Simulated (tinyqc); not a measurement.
# Worked calculation: one-sided p+-n junction, ionisation integral and breakdown

tinyqc, about 0.04 s, one thread, Intel Xeon 2.30GHz (shared host): `OMP_NUM_THREADS=1 python tinyqc.py 2120031 2120032 out.jsonl` Printed values are rounded.

A p+ layer at x < 0 and an n drift layer from x = 0. Depletion approximation, built-in voltage neglected. Local ionisation coefficients alpha_n = an exp(-(bn/E)^mx), alpha_p = ap exp(-(bp/E)^mx). Electrons move towards +x, holes towards x = 0.

Parameters, values chosen for the exercise; material values close to those of silicon: relative permittivity eps_r = 11.8; prefactor of the electron ionisation coefficient an = 7.45e5 1/cm; field constant for electrons bn = 1.27e6 V/cm; prefactor of the hole ionisation coefficient ap = 1.55e6 1/cm; field constant for holes bp = 2.01e6 V/cm; exponent mx = 1; donor density of the drift layer N = 3.8e15 cm^-3; reverse voltage V = 90.7 V; share of the depleted width that the grid covers fr = 0.6.

Constants: q = 1.602176634e-19 C, eps0 = 8.8541878128e-14 F/cm where lengths are in cm. Results are converted to the units shown.

## Field and ionisation coefficients on a grid

W = sqrt(2 eps0 eps_r V/(q N)), peak field E0 = q N W/(eps0 eps_r), falling linearly to 0 at W. Grid: 14 equal steps from 0 to fr W.

W = 5.579394 um

```
point    x (um)  E (kV/cm)  alpha_n (1/cm)  alpha_p (1/cm)
0      0.000000   325.1249        14987.15        3201.986
1      0.239117   311.1910        12582.28        2427.725
2      0.478234   297.2571        10391.50        1793.531
3      0.717351   283.3232        8422.192        1286.130
4      0.956468   269.3892        6679.319        891.0875
5      1.195584   255.4553        5164.812        593.1583
6      1.434701   241.5214        3876.957        376.7270
7      1.673818   227.5874        2809.795        226.3303
8      1.912935   213.6535        1952.637        127.2318
9      2.152052   199.7196        1289.777        66.00005
10     2.391169   185.7857        800.5553        31.02667
11     2.630286   171.8517        459.9183        12.90529
12     2.869403   157.9178        239.6027        4.598023
13     3.108519   143.9839        110.0251        1.341611
14     3.347636   130.0500        42.76254       0.3006429
```

## Ionisation integrals by the trapezoid rule

G(x) = integral from 0 to x of (alpha_n - alpha_p); I_n = integral of alpha_n exp(-G) (electrons injected at x = 0), I_p = integral of alpha_p exp(G(end) - G) (holes injected at the far edge); M = 1/(1 - I). All integrals by the trapezoid rule on the grid.

```
point         G  alpha_n exp(-G) (1e4 1/cm)
0      0.000000                    1.498715
1      0.262308                    0.967922
2      0.486510                    0.638836
3      0.674624                    0.428983
4      0.829145                    0.291500
5      0.953006                    0.199145
6      1.049512                    0.135736
7      1.122248                    0.091472
8      1.174959                    0.060304
9      1.211415                    0.038406
10     1.235247                    0.023277
11     1.249791                    0.013180
12     1.257945                    0.006810
13     1.262054                    0.003115
14     1.263862                    0.001208
```

I_n = 0.8724533
I_p = 0.5181453
M_n = 7.840264
M_p = 2.075315

A grid of 1500 steps over the whole width gives I_n = 0.8597 and I_p = 0.5048; the coarse I_n is 1.5 % above and the coarse I_p 2.6 % above those values. Electrons multiply more: on this coarse grid M - 1 is 6.36 times as large for them.

## Breakdown voltage by secant steps

G(x) = integral from 0 to x of (alpha_n - alpha_p); I_n = integral of alpha_n exp(-G) (electrons injected at x = 0), I_p = integral of alpha_p exp(G(end) - G) (holes injected at the far edge); M = 1/(1 - I). Secant steps on ln I_n(V) = 0 with the integrals on a fine grid (1500 steps), from the points V = 84 and 91.6 V; stop when the step is below 1e-7 of V.

Course of the iteration:
```
step     V (V)        I_n  change of V (V)
1         91.6  0.8731055             7.13
2     98.73244  0.9731105             1.79
3     100.5252  0.9965647            0.259
4     100.7843  0.9998973          7.97e-3
5     100.7922  0.9999996          3.13e-5
6     100.7923   1.000000          3.67e-9
```

Breakdown at 100.79 V, with a peak field of 342.7 kV/cm and W = 5.882 um. The integral for holes reaches 1 at the same voltage.
